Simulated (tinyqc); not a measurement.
X-ray photoelectron analysis of a thin oxide on a semiconductor: attenuation lengths, thickness, angle series and band offsets: one step, computed by the program tinyqc.

The same element is seen in the oxide and in the substrate, at nearly the same kinetic energy; films are flat and uniform, and the work function is ignored.

Problem. Peak ratio. R_0 = (rho_o/M_o) L_o/((rho_s/M_s) L_s); peak ratio R = I_ox/I_sub = R_0 [exp(d/(L_o cos theta)) - 1]; hence d = L_o cos theta ln(1 + R/R_0). A carbon layer weakens both peaks alike, by exp(-d_C/(L_o cos theta)) if its L is taken equal to L_o. This R_0 leaves out intrinsic losses from the substrate peak, so calibrated values can be larger.

Inputs (values chosen for the exercise, modelled on SiO2 on silicon):
```
quantity                        value     unit
oxide density                    2.21   g/cm^3
oxide formula mass              60.08    g/mol
substrate density                2.33   g/cm^3
substrate formula mass          28.09    g/mol
oxide thickness d                 1.4       nm
emission angle from the normal     30  degrees
carbon overlayer                  0.4       nm
```

L in the oxide = 1.728469 nm

L in the substrate = 1.364142 nm

Give: R_0; d/(L_o cos theta); ratio R; oxide share of the counts; attenuation by carbon; depth 3 L_o cos theta.

Solution.

R_0 = 0.56190

d/(L_o cos theta) = 0.93527

ratio R = 0.86976

oxide share of the counts = 0.46517

attenuation by carbon = 0.76551

depth 3 L_o cos theta = 4.4907 nm
